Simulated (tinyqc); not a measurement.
What moves the results: propagation of a band-gap error through k.p and effective-mass formulas. A value that a table varies takes the place of the one given here.

Chain, for a gap E (the reference Eg or another value), with Ep and Dso kept: 1/me = 1 + Ep (E + 2 Dso/3)/(E (E + Dso)); g* = 2 - 2 Ep Dso/(3 E (E + Dso)); g1(E) = g1 + (Ep/3)(1/E - 1/Eg), g2(E) = g2 + (Ep/6)(1/E - 1/Eg), light hole 1/(g1 + 2 g2), heavy hole 1/(g1 - 2 g2) along [100]; optical constant ei(E) = 1 + (ei - 1)(EP/(EP + E - Eg))^2, static e0(E) = ei(E) + e0 - ei.

Donor: R = Ry me/e0^2, a_B = a0 e0/me, Mott density (0.26/a_B)^3. Nc, Nv = 2 (m kT/(4 pi c))^(3/2), c = hbar^2/2m0, ni = sqrt(Nc Nv) exp(-E/2kT). Exciton: Ry mu/e0^2 with 1/mu = 1/me + g1(E). 1 angstrom^-3 = 1e24 cm^-3.

Constants: Ry = 13.60569312 eV; a0 (Bohr radius) = 0.5291772105 angstrom; kB = 8.617333262e-05 eV/K; hbar^2/2m0 = 3.80998211 eV angstrom^2.

Parameters, chosen for this exercise (reference values near those of ZnSe, gap at low temperature; not measured data):

| symbol | value | unit | meaning |
|---|---|---|---|
| Eg | 2.834 | eV | gap at Gamma to the s-like level |
| Dso | 0.395 | eV | spin-orbit splitting |
| Ep | 23.8 | eV | Kane energy |
| g1 | 3.78 |  | Luttinger gamma1 |
| g2 | 1.23 |  | gamma2 |
| e0 | 8.84 |  | static dielectric constant |
| ei | 5.97 |  | optical dielectric constant |
| EP | 7.25 | eV | mean (Penn) gap |
| mh | 0.61 | m0 | density-of-states mass of the holes |
| T | 300 | K | temperature |
| Eg2 | 1.672 | eV | a wrong gap, of the size a semi-local functional can give |

## The size of the error

E = f Eg; ratios against f = 1.

Results:

| f | E (eV) | me ratio | light-hole ratio | e0 ratio | donor ratio | Mott ratio | g* | log10 ni ratio |
|---|---|---|---|---|---|---|---|---|
| 0.25 | 0.709 | 0.296 | 0.271 | 1.563 | 0.121 | 0.00680 | -6.016 | 17.46 |
| 0.40 | 1.134 | 0.449 | 0.426 | 1.397 | 0.230 | 0.0331 | -1.617 | 14.02 |
| 0.60 | 1.700 | 0.641 | 0.626 | 1.228 | 0.426 | 0.143 | 0.241 | 9.38 |
| 0.80 | 2.267 | 0.825 | 0.817 | 1.099 | 0.682 | 0.422 | 0.962 | 4.70 |
| 1.00 | 2.834 | 1.000 | 1.000 | 1.000 | 1.000 | 1.00 | 1.315 | 0.00 |
| 1.20 | 3.401 | 1.168 | 1.176 | 0.921 | 1.375 | 2.03 | 1.514 | -4.71 |
| 1.50 | 4.251 | 1.406 | 1.427 | 0.831 | 2.035 | 4.84 | 1.683 | -11.79 |
| 2.00 | 5.668 | 1.773 | 1.814 | 0.728 | 3.342 | 14.4 | 1.818 | -23.62 |

Between f = 0.8 and 1.2 the mean powers d ln(ratio)/d ln f are 0.86 for me, 0.90 for the light hole, -0.44 for e0, 1.73 for the donor energy and 3.88 for the Mott density; ni moves by -0.83 decades per 0.1 eV, against -0.1 eV/(2 kT ln 10) = -0.84 from the exponential alone, the rest coming from Nc through me^(3/4). g* changes sign between f = 0.40 and 0.60; the place of this zero hangs on remote bands, which are left out.

## What each input does

All at E = Eg2. Each row changes one parameter from the base and keeps the others.

Results:

| case | me (m0) | light hole (m0) | e0 | donor (meV) | exciton (meV) | log10 ni |
|---|---|---|---|---|---|---|
| base | 0.0698 | 0.0987 | 10.92 | 7.966 | 5.692 | 4.327 |
| Eg2 = 1.538 eV | 0.0648 | 0.0913 | 11.24 | 6.985 | 4.996 | 5.429 |
| Dso = 0.363 eV | 0.0695 | 0.0987 | 10.92 | 7.932 | 5.674 | 4.326 |
| Ep = 21.896 eV | 0.0754 | 0.1018 | 10.92 | 8.606 | 6.061 | 4.352 |
| g1 = 4.082 | 0.0698 | 0.0959 | 10.92 | 7.966 | 5.607 | 4.327 |
| EP = 6.67 eV | 0.0698 | 0.0987 | 11.16 | 7.627 | 5.449 | 4.327 |
| ei = 6.448 | 0.0698 | 0.0987 | 11.12 | 7.682 | 5.489 | 4.327 |
| mh = 0.659 m0 | 0.0698 | 0.0987 | 10.92 | 7.966 | 5.692 | 4.352 |
| T = 324 K | 0.0698 | 0.0987 | 10.92 | 7.966 | 5.692 | 5.418 |

The largest shifts from the base row, up to three for each result and ties (the steps differ in size, so this ranks the rows, not the parameters). me (m0): Ep +0.0056, Eg2 -0.0049, Dso -0.0003; unchanged at the printed digits by g1, EP, ei, mh and T. light hole (m0): Eg2 -0.0074, Ep +0.0031, g1 -0.0029; unchanged at the printed digits by Dso, EP, ei, mh and T. e0: Eg2 +0.32, EP +0.24, ei +0.20; unchanged at the printed digits by Dso, Ep, g1, mh and T. donor (meV): Eg2 -0.981, Ep +0.640, EP -0.339; unchanged at the printed digits by g1, mh and T. exciton (meV): Eg2 -0.696, Ep +0.369, EP -0.242; unchanged at the printed digits by mh and T. log10 ni: Eg2 +1.102, T +1.090, Ep +0.025, mh +0.025; unchanged at the printed digits by g1, EP and ei.

Run: tinyqc, `OMP_NUM_THREADS=1 python tinyqc.py 1851223 1851224 out.jsonl`; Intel(R) Xeon(R) Processor @ 2.30GHz, one thread, shared host; about 0.01 s of CPU time with all checks.
